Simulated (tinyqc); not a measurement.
Worked calculation: thin (001) film in sp3s* tight binding with raised dangling bonds. Values are carried at full precision from step to step, so a last printed digit may differ when a step is redone from the rounded ones.

sp3s* tight binding, nearest neighbours only: anion (a) at 0, cation (c) at a/4 (1,1,1), orbitals s, px, py, pz, s* on each; k in units of 2 pi/a. With phases e_j = exp(i (pi/2) k.n_j) for n = (1,1,1), (1,-1,-1), (-1,1,-1), (-1,-1,1): g0 = (e1+e2+e3+e4)/4, g1 = (e1+e2-e3-e4)/4, g2 = (e1-e2+e3-e4)/4, g3 = (e1-e2-e3+e4)/4. The diagonal holds the levels Esa, Epa, Exa (s*) and Esc, Epc, Exc. Anion-cation block: <sa|sc> = Vss g0; <sa|xc> = Vsapc g1; <xa|sc> = -Vscpa g1; <xa|xc> = Vxx g0; <xa|yc> = <ya|xc> = Vxy g3, <xa|zc> = <za|xc> = Vxy g2, <ya|zc> = <za|yc> = Vxy g1; <s*a|xc> = Vxapc g1; <xa|s*c> = -Vpaxc g1; y and z take g2 and g3 in place of g1; s-s* and s*-s* vanish.

Inputs chosen for the exercise (out of a larger set: near a published set for AlAs, fitted to gaps, whose masses and valley positions are rough; not measured data):
```
symbol  value                                                                                          unit  meaning
p       (-7.606, 0.994, -1.165, 3.591, 7.545, 6.753, -6.667, 1.883, 4.26, 5.118, 5.446, 4.489, 4.968)  eV    order Esa, Epa, Esc, Epc, Exa, Exc, Vss, Vxx, Vxy, Vsapc, Vscpa, Vxapc, Vpaxc
N       5                                                                                                    atomic planes in the small film
dl      10                                                                                             eV    shift of the dangling hybrids
```

## Bulk edges along [001]

Gap at Gamma and minimum on (0,0,kz), kz from 0.5 to 1, from the bulk Ev. States at zero in-plane momentum come from this line alone.

edges (eV): Gamma 3.0134, Delta 2.3009

kz of the minimum = 0.8318 2 pi/a

## The two blocks of the small film

Planes alternate anion (a), cation (c) along [001], a/4 apart, starting with an anion; zero in-plane momentum; levels counted from the bulk Ev, the lower root of [[Epa, Vxx], [Vxx, Epc]]; no spin-orbit coupling. Block of s, pz, s*: from an anion to the cation above, Vss/2 (s,s), Vsapc/2 (s,z), -Vscpa/2 (z,s), Vxx/2 (z,z), Vxapc/2 (s*,z), -Vpaxc/2 (z,s*); to the cation below the same with the s-z and s*-z signs reversed. Block of u = (px + py)/sqrt2 and v = (px - py)/sqrt2: to the cation above (Vxx + Vxy)/2 for u and (Vxx - Vxy)/2 for v, to the cation below the reverse. Each surface atom has two dangling sp3 hybrids; raising both by dl adds (dl/2) [[1, t], [t, 1]] to its s, pz levels (t = -1 at the bottom face, +1 at the top) and dl to the one of u, v in whose plane the missing bonds lie (v for a bottom anion or a top cation, u for a top anion).

Fill them in.

s, pz, s* block (eV), lower triangle:
```
        sa1     za1    *a1     sc2     zc2    *c2     sa3     za3    *a3     sc4     zc4    *c4
sa1  -2.611
za1  -5.000   5.989
*a1       0       0  7.540
sc2  -3.333  -2.723      0  -1.170
zc2   2.559   0.942  2.244       0   3.586
*c2       0  -2.484      0       0       0  6.748
sa3       0       0      0  -3.333  -2.559      0  -7.611
za3       0       0      0   2.723   0.942  2.484       0   0.989
*a3       0       0      0       0  -2.244      0       0       0  7.540
sc4       0       0      0       0       0      0  -3.333  -2.723      0  -1.170
zc4       0       0      0       0       0      0   2.559   0.942  2.244       0   3.586
*c4       0       0      0       0       0      0       0  -2.484      0       0       0  6.748
sa5       0       0      0       0       0      0       0       0      0  -3.333  -2.559      0
za5       0       0      0       0       0      0       0       0      0   2.723   0.942  2.484
*a5       0       0      0       0       0      0       0       0      0       0  -2.244      0

        sa5    za5    *a5
sa5  -2.611
za5   5.000  5.989
*a5       0      0  7.540
```

u, v block (eV), lower triangle:
```
       ua1     va1     uc2    vc2    ua3     va3     uc4    vc4     ua5    va5
ua1  0.989
va1      0  10.989
uc2  3.071       0   3.586
vc2      0  -1.188       0  3.586
ua3      0       0  -1.188      0  0.989
va3      0       0       0  3.071      0   0.989
uc4      0       0       0      0  3.071       0   3.586
vc4      0       0       0      0      0  -1.188       0  3.586
ua5      0       0       0      0      0       0  -1.188      0  10.989
va5      0       0       0      0      0       0       0  3.071       0  0.989
```

## Levels of the small film

Diagonalise both blocks.

levels of the s, pz, s* block (eV): -11.192  -8.636  -7.533  -3.046  2.641  2.955  2.970  3.682  5.249  6.560  7.540  8.691  10.041  10.309  10.849

levels of the u, v block (eV): -1.671  -1.671  -0.580  -0.580  5.028  5.028  6.161  6.161  11.201  11.201

No level lies between 0 and the bulk edge 2.301 eV; confinement has widened the gap at zero in-plane momentum to 3.221 eV.

## Checks

- Lowest conduction level of 201 planes, with the dangling hybrids shifted far away, against the bulk edge: both 2.301.

(tinyqc, `OMP_NUM_THREADS=1 python tinyqc.py 1480957 1480958 out.jsonl`, Intel(R) Xeon(R) Processor @ 2.30GHz, 1 thread, shared host, about 0.6 s.)
